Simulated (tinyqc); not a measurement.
UHF in the 6-31g basis, for H4, spin multiplicity 3, step by step. This run ends on a higher stationary point, not on the lowest solution. One step of it, computed by the program tinyqc.

Question. Iteration 2: diagonalisation and new density. Diagonalise F' = X^T F X, C = X C', fill 3 alpha and 1 beta electrons from the bottom; D(s) = C_occ C_occ^T. Each column has its largest component positive (the first on a tie).

F(alpha) (hartree):
```
           1H 1s      1H 2s      2H 1s      2H 2s      3H 1s      3H 2s      4H 1s      4H 2s
1H 1s  -0.130345  -0.547816  -0.182283  -0.299192   0.023899  -0.023039  -0.008784  -0.002501
1H 2s  -0.547816  -0.387768  -0.265126  -0.304796  -0.028201  -0.091870  -0.002501  -0.009451
2H 1s  -0.182283  -0.265126   0.065783  -0.445605  -0.232496  -0.299251   0.023899  -0.028201
2H 2s  -0.299192  -0.304796  -0.445605  -0.377438  -0.299251  -0.304699  -0.023039  -0.091870
3H 1s   0.023899  -0.028201  -0.232496  -0.299251   0.065783  -0.445605  -0.182283  -0.265126
3H 2s  -0.023039  -0.091870  -0.299251  -0.304699  -0.445605  -0.377438  -0.299192  -0.304796
4H 1s  -0.008784  -0.002501   0.023899  -0.023039  -0.182283  -0.299192  -0.130345  -0.547816
4H 2s  -0.002501  -0.009451  -0.028201  -0.091870  -0.265126  -0.304796  -0.547816  -0.387768
```

F(beta) (hartree):
```
           1H 1s      1H 2s      2H 1s      2H 2s      3H 1s      3H 2s      4H 1s      4H 2s
1H 1s   0.446174  -0.110239  -0.135710  -0.150515  -0.030856  -0.064075  -0.008480  -0.017995
1H 2s  -0.110239  -0.010260  -0.194903  -0.161544  -0.083400  -0.135249  -0.017995  -0.041978
2H 1s  -0.135710  -0.194903   0.233747  -0.321476  -0.220694  -0.277036  -0.030856  -0.083400
2H 2s  -0.150515  -0.161544  -0.321476  -0.250566  -0.277036  -0.284388  -0.064075  -0.135249
3H 1s  -0.030856  -0.083400  -0.220694  -0.277036   0.233747  -0.321476  -0.135710  -0.194903
3H 2s  -0.064075  -0.135249  -0.277036  -0.284388  -0.321476  -0.250566  -0.150515  -0.161544
4H 1s  -0.008480  -0.017995  -0.030856  -0.064075  -0.135710  -0.150515   0.446174  -0.110239
4H 2s  -0.017995  -0.041978  -0.083400  -0.135249  -0.194903  -0.161544  -0.110239  -0.010260
```

X:
```
           1H 1s      1H 2s      2H 1s      2H 2s      3H 1s      3H 2s      4H 1s      4H 2s
1H 1s   1.255171  -0.504298   0.022802   0.034046  -0.005958   0.002629   0.000016  -0.000446
1H 2s  -0.504298   1.508398   0.060452  -0.584264  -0.009021   0.223525  -0.000446  -0.069628
2H 1s   0.022802   0.060452   1.275800  -0.582032   0.015877   0.073377  -0.005958  -0.009021
2H 2s   0.034046  -0.584264  -0.582032   1.926737   0.073377  -0.761282   0.002629   0.223525
3H 1s  -0.005958  -0.009021   0.015877   0.073377   1.275800  -0.582032   0.022802   0.060452
3H 2s   0.002629   0.223525   0.073377  -0.761282  -0.582032   1.926737   0.034046  -0.584264
4H 1s   0.000016  -0.000446  -0.005958   0.002629   0.022802   0.034046   1.255171  -0.504298
4H 2s  -0.000446  -0.069628  -0.009021   0.223525   0.060452  -0.584264  -0.504298   1.508398
```

Give: F' = X^T F X; orbital energies; coefficients C; F' = X^T F X; orbital energies; coefficients C; D(alpha) after iteration 2; D(beta) after iteration 2.

Answer.

F' = X^T F X (alpha) (hartree):
```
         1        2        3        4        5        6        7        8
1   0.3687  -0.6804  -0.0239  -0.1062   0.0177   0.0526  -0.0103  -0.0147
2  -0.6804   0.1422  -0.0597  -0.1755   0.0368   0.0211  -0.0147  -0.0030
3  -0.0239  -0.0597   0.5779  -0.6569  -0.0754  -0.0923   0.0177   0.0368
4  -0.1062  -0.1755  -0.6569   0.3075  -0.0923  -0.2271   0.0526   0.0211
5   0.0177   0.0368  -0.0754  -0.0923   0.5779  -0.6569  -0.0239  -0.0597
6   0.0526   0.0211  -0.0923  -0.2271  -0.6569   0.3075  -0.1062  -0.1755
7  -0.0103  -0.0147   0.0177   0.0526  -0.0239  -0.1062   0.3687  -0.6804
8  -0.0147  -0.0030   0.0368   0.0211  -0.0597  -0.1755  -0.6804   0.1422
```

orbital energies (alpha) (hartree): MO1 -0.6086, MO2 -0.5350, MO3 -0.3388, MO4 0.1410, MO5 0.9371, MO6 0.9481, MO7 1.0798, MO8 1.1690

coefficients C (alpha):
```
          MO1      MO2      MO3      MO4      MO5      MO6      MO7      MO8
1H 1s  0.2004   0.2778   0.2335  -0.1207  -0.9030   0.8861  -0.1898  -0.0921
1H 2s  0.2440   0.3915   0.4919  -0.5701   1.0387  -0.8710   0.4106  -0.3788
2H 1s  0.1927   0.1013  -0.1871   0.2461   0.0875   0.2024   0.9230  -0.9658
2H 2s  0.2288   0.1504  -0.3891   1.1043  -0.5497   0.0235  -0.8185   1.6155
3H 1s  0.1927  -0.1013  -0.1871  -0.2461  -0.0875   0.2024   0.9230   0.9658
3H 2s  0.2288  -0.1504  -0.3891  -1.1043   0.5497   0.0235  -0.8185  -1.6155
4H 1s  0.2004  -0.2778   0.2335   0.1207   0.9030   0.8861  -0.1898   0.0921
4H 2s  0.2440  -0.3915   0.4919   0.5701  -1.0387  -0.8710   0.4106   0.3788
```

F' = X^T F X (beta) (hartree):
```
         1        2        3        4        5        6        7        8
1   0.8286  -0.4606  -0.0240  -0.0688  -0.0144   0.0171  -0.0024  -0.0109
2  -0.4606   0.3448  -0.0518  -0.1561   0.0011  -0.0176  -0.0109  -0.0051
3  -0.0240  -0.0518   0.7163  -0.5994  -0.0717  -0.0881  -0.0144   0.0011
4  -0.0688  -0.1561  -0.5994   0.3633  -0.0881  -0.2445   0.0171  -0.0176
5  -0.0144   0.0011  -0.0717  -0.0881   0.7163  -0.5994  -0.0240  -0.0518
6   0.0171  -0.0176  -0.0881  -0.2445  -0.5994   0.3633  -0.0688  -0.1561
7  -0.0024  -0.0109  -0.0144   0.0171  -0.0240  -0.0688   0.8286  -0.4606
8  -0.0109  -0.0051   0.0011  -0.0176  -0.0518  -0.1561  -0.4606   0.3448
```

orbital energies (beta) (hartree): MO1 -0.4235, MO2 -0.0373, MO3 0.1187, MO4 0.2925, MO5 1.0854, MO6 1.0984, MO7 1.1488, MO8 1.2230

coefficients C (beta):
```
          MO1      MO2      MO3      MO4      MO5      MO6      MO7      MO8
1H 1s  0.0621   0.1348   0.1471  -0.0743   0.6975  -0.9351  -0.6355  -0.1324
1H 2s  0.0811   0.3737   0.6884  -0.7554  -0.4807   0.9372   0.7192  -0.3349
2H 1s  0.2096   0.1287  -0.0859   0.1867   0.6428   0.1322   0.7075  -0.9708
2H 2s  0.3767   0.3595  -0.3242   1.1474  -0.3999  -0.5335  -0.6836   1.5568
3H 1s  0.2096  -0.1287  -0.0859  -0.1867   0.6428  -0.1322   0.7075   0.9708
3H 2s  0.3767  -0.3595  -0.3242  -1.1474  -0.3999   0.5335  -0.6836  -1.5568
4H 1s  0.0621  -0.1348   0.1471   0.0743   0.6975   0.9351  -0.6355   0.1324
4H 2s  0.0811  -0.3737   0.6884   0.7554  -0.4807  -0.9372   0.7192   0.3349
```

D(alpha) after iteration 2:
```
         1H 1s    1H 2s    2H 1s    2H 2s    3H 1s    3H 2s    4H 1s    4H 2s
1H 1s   0.1718   0.2725   0.0231  -0.0032  -0.0332  -0.0867   0.0175   0.0550
1H 2s   0.2725   0.4547  -0.0054  -0.0767  -0.0846  -0.1944   0.0550   0.1482
2H 1s   0.0231  -0.0054   0.0824   0.1321   0.0619   0.1016  -0.0332  -0.0846
2H 2s  -0.0032  -0.0767   0.1321   0.2263   0.1016   0.1811  -0.0867  -0.1944
3H 1s  -0.0332  -0.0846   0.0619   0.1016   0.0824   0.1321   0.0231  -0.0054
3H 2s  -0.0867  -0.1944   0.1016   0.1811   0.1321   0.2263  -0.0032  -0.0767
4H 1s   0.0175   0.0550  -0.0332  -0.0867   0.0231  -0.0032   0.1718   0.2725
4H 2s   0.0550   0.1482  -0.0846  -0.1944  -0.0054  -0.0767   0.2725   0.4547
```

D(beta) after iteration 2:
```
        1H 1s   1H 2s   2H 1s   2H 2s   3H 1s   3H 2s   4H 1s   4H 2s
1H 1s  0.0039  0.0050  0.0130  0.0234  0.0130  0.0234  0.0039  0.0050
1H 2s  0.0050  0.0066  0.0170  0.0305  0.0170  0.0305  0.0050  0.0066
2H 1s  0.0130  0.0170  0.0439  0.0790  0.0439  0.0790  0.0130  0.0170
2H 2s  0.0234  0.0305  0.0790  0.1419  0.0790  0.1419  0.0234  0.0305
3H 1s  0.0130  0.0170  0.0439  0.0790  0.0439  0.0790  0.0130  0.0170
3H 2s  0.0234  0.0305  0.0790  0.1419  0.0790  0.1419  0.0234  0.0305
4H 1s  0.0039  0.0050  0.0130  0.0234  0.0130  0.0234  0.0039  0.0050
4H 2s  0.0050  0.0066  0.0170  0.0305  0.0170  0.0305  0.0050  0.0066
```
